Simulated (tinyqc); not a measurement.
Electron continuity equation in a given potential, Scharfetter-Gummel discretisation: error of the current against the mesh.

Steady state in one dimension: J = q mu n E + q D dn/dx with E = -dpsi/dx and D = mu Vt, dJ/dx = q (n/tau - G), fixed densities nL and nR at the ends. The potential is given, psi = U (x/L)^2, and is not changed by the electrons.

Fluxes J_i = (q D/h)(n_(i+1) P_i - n_i Q_i), d_i = (psi_(i+1) - psi_i)/Vt: Scharfetter-Gummel P = B(d), Q = B(-d), B(d) = d/(exp(d) - 1); central P = 1 - d/2, Q = 1 + d/2; upwind P = 1 + max(-d, 0), Q = 1 + max(d, 0). Balance at each inner node: J_i - J_(i-1) = q h (n_i/tau - G). The reference is Scharfetter-Gummel on 4000 intervals or more. Errors are those of J on the first interval against the reference at its midpoint; errors under 1e-6 % are printed as 0.

Values chosen for this exercise; mobility close to that of gallium phosphide at room temperature: temperature T = 273 K; electron mobility mu = 254 cm^2/(V s); length of the region L = 4.9 um; density at x = 0 nL = 3.1e15 cm^-3; density at x = L nR = 7.9e14 cm^-3; lifetime tau = 4.8e-9 s; uniform generation rate G = 0 cm^-3 s^-1; potential difference psi(L) - psi(0) U = -0.45 V.

Constants: q = 1.602176634e-19 C, kB = 1.380649e-23 J/K, Vt = kB T/q. Results are converted to the units shown.

Results:

| N | largest \|d\| | reference J (A/cm^2) | SG error (%) | central error (%) | upwind error (%) |
|---|---|---|---|---|---|
| 5 | 6.886 | 31.60 | -10.6 | 1.20 | -18.0 |
| 10 | 3.634 | 28.52 | -3.94 | -0.0368 | -10.2 |
| 40 | 0.9445 | 26.40 | -0.312 | -8.81e-3 | -2.73 |
| 80 | 0.4752 | 26.07 | -0.0800 | -2.46e-3 | -1.38 |
| 160 | 0.2384 | 25.91 | -0.0202 | -6.23e-4 | -0.694 |

Estimate the missing row, N = 20.

Computed row:

| N | largest \|d\| | reference J (A/cm^2) | SG error (%) | central error (%) | upwind error (%) |
|---|---|---|---|---|---|
| 20 | 1.865 | 27.08 | -1.17 | -0.0265 | -5.35 |

With this row back in the table: From N = 80 to 160 the error shrinks by 4.0 (Scharfetter-Gummel), 3.9 (central), 2.0 (upwind); 4 marks second order and 2 first order. At N = 5 the errors are -11, 1.2 and -18 %.

tinyqc, about 0.01 s, one thread, Intel Xeon 2.30GHz (shared host): `OMP_NUM_THREADS=1 python tinyqc.py 2220047 2220048 out.jsonl`
